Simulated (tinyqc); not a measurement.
Six-band hole subbands of a thin body in a field, step by step. Values are carried at full precision from step to step, so a last printed digit may differ when a step is redone from the rounded ones.

Constants: hbar^2/2m0 = 3.80998211 eV angstrom^2.

Parameters, chosen for this exercise (near those of a p-type Si channel; the results hold for these values, not for the real material):
- S = (7.6, -2.16, 12.46) 1/TPa (compliances s11, s12, s44)
- sx = -2 GPa (stress along the channel [1-10], negative in compression)
- b = -2.12 eV (tetragonal potential)
- d = -4.73 eV (trigonal potential)
- g1 = 4.27 (Luttinger gamma1)
- g2 = 0.34 (gamma2)
- g3 = 1.44 (gamma3)
- face = 001 (surface)
- Dso = 0.044 eV (spin-orbit splitting)
- t = 60 angstrom (body thickness)
- F = 1.2 MV/cm (field across the body)
- kmax = 0.08 1/angstrom (end of the path)

## Strain and its block

exx = eyy = (s11 + s12) sx/2, ezz = s12 sx, exy = -s44 sx/4 (1 GPa/TPa = 1e-3). With e0 the traceless part, B_XX = 2b e0xx - b (e0yy + e0zz) and B_XY = sqrt(3) d exy.

strain, lower triangle:
```
,x,y,z
x,-0.005440
y,0.006230,-0.005440
z,0,0,0.004320
```

B (eV), lower triangle:
```
,X,Y,Z
X,0.02069
Y,-0.05104,0.02069
Z,0,0,-0.04138
```

## Confinement masses without spin-orbit coupling

C(n n^T)/c has C_XX = (g1 + 4 g2) nx^2 + (g1 - 2 g2)(ny^2 + nz^2) and C_XY = 6 g3 nx ny, n the unit normal; its eigenvalues are the inverse masses along n.

C(n n^T)/c, lower triangle:
```
,X,Y,Z
X,3.5900
Y,0,3.5900
Z,0,0,5.6300
```

masses (m0): 0.2786  0.2786  0.1776

## The matrix for one sine at q = 0

Basis X, Y, Z times spin, hole energies counted downwards from the unstrained edge (the hydrostatic shift is left out), c = hbar^2/2m0. For a symmetric tensor T let C(T) have C_XX = L Txx + M (Tyy + Tzz), C_XY = N Txy (cyclic), L = c (g1 + 4 g2), M = c (g1 - 2 g2), N = 6 c g3. k = q + kz n, n the unit normal, q = k1 u + k2 v with u along the channel [1-10] and v = n x u. H = C(k k^T) + (Dso/3)(1 - L.sigma) - B + e F z with (L_k)_ij = -i epsilon_kij; B is the block C built from the traceless strain with 2b, -b and sqrt(3) d in place of L, M, N. Strain: exx = eyy = (s11 + s12) sx/2, ezz = s12 sx, exy = -s44 sx/4. Hard walls at z = 0 and t; basis sin(j pi z/t), j = 1 to Nz: kz^2 = (j pi/t)^2, kz = -i D with D_jl = 4 j l/(t (j^2 - l^2)), z_jj = t/2 and z_jl = -8 t j l/(pi (j^2 - l^2))^2 for j + l odd; 1 MV/cm = 0.01 eV/angstrom.

Nz = 1, in meV.

H (meV), lower triangle (Hermitian):
```
,X+,Y+,Z+,X-,Y-,Z-
X+,391.47
Y+,51.04-14.67i,391.47
Z+,0,0,474.86
X-,0,0,14.67,391.47
Y-,0,0,14.67i,51.04+14.67i,391.47
Z-,-14.67,-14.67i,0,0,0,474.86
```

## Its levels

Diagonalise; the levels come in pairs. Give each pair and its weights on X, Y, Z, summed over spin and averaged over the pair.

levels (meV): 337.22  437.52  483.07

weights:
```
,pair 1,pair 2,pair 3
X,0.496,0.423,0.081
Y,0.496,0.423,0.081
Z,0.008,0.153,0.838
```

## More sines

The four lowest pairs at q = 0.

Hole energies (meV):
```
Nz,pair 1,pair 2,pair 3,pair 4
1,337.22,437.52,483.07,-
2,252.23,354.36,412.31,535.14
4,233.36,336.20,401.95,455.75
8,233.01,335.87,401.82,454.34
16,233.01,335.87,401.82,454.34
```

One sine is 104.20 meV off in the top subband, since the field mixes the sines. The second pair lies 102.9 meV deeper.

## Dispersion of the top subband

Nz = 14; the two lowest levels (spin-split where the field breaks inversion), in meV from their value at q = 0.

Energies (meV):
```
|q| (1/angstrom),u a,u b,v a,v b,[100] a,[100] b
0.020,8.82,10.09,0.50,0.65,4.60,5.50
0.040,35.09,37.81,2.09,2.33,18.89,20.84
0.060,73.72,76.86,4.64,4.89,41.61,44.94
0.080,101.60,105.70,8.08,8.29,69.83,75.20
```

From the mean of each pair in the first row, c q^2/E gives 0.16 m0 along u, 2.64 m0 along v and 0.30 m0 along [100]. The largest distance between a and b in the table is 5.37 meV. These masses hold for the first row only: the band bends further out.

## Checks

- Top level at q = 0 on (001) without field and stress against c (g1 - 2 g2)(pi/t)^2, eV: both 0.03750.
- Hermiticity, and E(q) against E(-q): they agree to 1e-10 or better.

(tinyqc, `OMP_NUM_THREADS=1 python tinyqc.py 1250545 1250546 out.jsonl`, Intel(R) Xeon(R) Processor @ 2.30GHz, 1 thread, shared host, about 0.4 s.)
